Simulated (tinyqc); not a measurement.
Inside a calculation. Model: drifting, spreading and decaying minority pulse (Haynes-Shockley), explicit time steps.

Program tinyqc, `OMP_NUM_THREADS=1 python tinyqc.py 2310043 2310044 out.jsonl`; Intel Xeon 2.30GHz, shared host, one thread, about 0.01 s. Printed values are rounded.

Low injection in a uniform field: dn/dt = D d2n/dx2 - v dn/dx - n/tau with D = mu Vt and v = mu F towards +x. Exact solution on an infinite bar for a Gaussian start at x0: n = N0 exp(-t/tau) exp(-(x - x0 - v t)^2/(2 s^2))/sqrt(2 pi s^2), s^2 = s0^2 + 2 D t.

Values chosen for this exercise; mobility close to that of gallium arsenide at room temperature: temperature T = 300 K; minority-carrier mobility mu = 8120 cm^2/(V s); sweep field along the drift F = 10 V/cm; mesh step hx = 52 um; lifetime tau = 2.9e-7 s; injected sheet density N0 = 3e10 cm^-2; time step dt = 3e-8 s; initial width (standard deviation) s0 = 54 um.

Constants: q = 1.602176634e-19 C, kB = 1.380649e-23 J/K, Vt = kB T/q. Results are converted to the units shown.

## Coefficients of the scheme

Exponentially fitted fluxes: d = F hx/Vt, B(d) = d/(exp(d) - 1), k = D dt/hx^2; (L n)_i = a n_(i-1) + b n_i + c n_(i+1) with a = k B(-d), c = k B(d), b = -a - c - dt/tau. Explicit steps keep n positive for dt up to 1/[(D/hx^2)(B(d) + B(-d)) + 1/tau].

D = 209.918 cm^2/s
v = 81200 cm/s
d = 2.01145
a = 0.540820
b = -0.716627
c = 0.0723588
positivity limit of dt = 4.18628e-8 s

dt is 0.72 times the explicit limit. On this mesh the fitted flux acts like a diffusion coefficient (d/2) coth(d/2) D = 1.32 D for a travelling pulse, before the error of the time steps.

## Initial pulse

Nodes x_i = i hx, i = 1 to 9, n = 0 at nodes 0 and 10; the Gaussian at t = 0 with x0 = 4 hx.

n at t = 0, node 1 to 9 (in units of 1e12 cm^-3): 0.03415  0.34689  1.39405  2.21635  1.39405  0.34689  0.03415  0.00133  0.00002

## Step 1: densities after a time step

(L n)_i = a n_(i-1) + b n_i + c n_(i+1), n = 0 beyond the ends. Explicit step: n(new) = n + L n.

n at t = 1 dt, node 1 to 9 (in units of 1e12 cm^-3): 0.03478  0.21764  0.74301  1.48285  1.61878  0.85470  0.19738  0.01885  0.00073

## Step 2: densities after a time step

As before.

n at t = 2 dt, node 1 to 9 (in units of 1e12 cm^-3): 0.02560  0.13425  0.43555  0.93917  1.32252  1.13195  0.51954  0.11214  0.01040

## Course in time

The same steps, now on nodes 1 to 60 (n = 0 at nodes 0 and 61), for 24 steps; centre = sum x n/sum n. Deviations are from the exact pulse, as a share of its largest value on the nodes; a run counts as stable if they stay under 100 %.

Course of the iteration:
```
step  hx sum n (cm^-2)  centre (um)  most negative n (cm^-3), 0 if none  largest deviation (% of the peak)
1           2.68774e10      235.332                                   0                               6.09
2           2.40839e10      262.646                                   0                               10.3
3           2.15828e10      289.946                                   0                               12.1
4           1.93437e10      317.221                                   0                               12.0
5           1.73386e10      344.473                                   0                               15.0
6           1.55424e10      371.705                                   0                               15.9
7           1.39329e10      398.922                                   0                               16.9
8           1.24906e10      426.127                                   0                               18.7
9           1.11978e10      453.323                                   0                               19.1
...                ...          ...                                 ...                                ...
16           5.21324e9      643.583                                   0                               26.3
17           4.67393e9      670.756                                   0                               27.0
18           4.19041e9      697.929                                   0                               28.0
19           3.75691e9      725.101                                   0                               28.4
20           3.36826e9      752.273                                   0                               29.6
21           3.01982e9      779.444                                   0                               29.6
22           2.70742e9      806.615                                   0                               31.1
23           2.42734e9      833.786                                   0                               31.3
24           2.17623e9      860.958                                   0                               32.4
```

The run is stable. After 24 steps the deviation is 32 % of the peak. From step 1 to the last the centre has moved at 1.12 v and the content is 13 % below N0 exp(-t/tau). On an endless mesh these steps would give a speed of 1.12 v and a content of 0.871 times the exact one, from dt/tau = 0.103 alone; the rest comes from the absorbing ends.
